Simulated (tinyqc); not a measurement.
Conductivities from two wire lengths.

Problem. A wire with uniform heating p0 per length and ends at the substrate temperature has theta(L/2) = (p0/g)[1 - 1/cosh(L/(2 LH))], LH = sqrt(kap A/g). Find LH, g and kap.

Parameters, values chosen for the exercise: cross-section A = 1900 nm^2; heating per length p0 = 0.16 uW/nm.

theta at the middle for L = 490 and 980 nm (K): 18.602024  38.981459

Solution. With c = cosh(L1/(2 LH)) the longer wire has 2 c^2 - 1. The ratio of the two rises falls steadily from 4 to 1 as c grows, so it fixes c; g and kap follow.

LH = 246.6 nm
g = 3.000 W/(m K)
kap = 96.00 W/(m K)

tinyqc, about 0.01 s, one thread, Intel Xeon 2.30GHz (shared host): `OMP_NUM_THREADS=1 python tinyqc.py 2520118 2520119 out.jsonl`
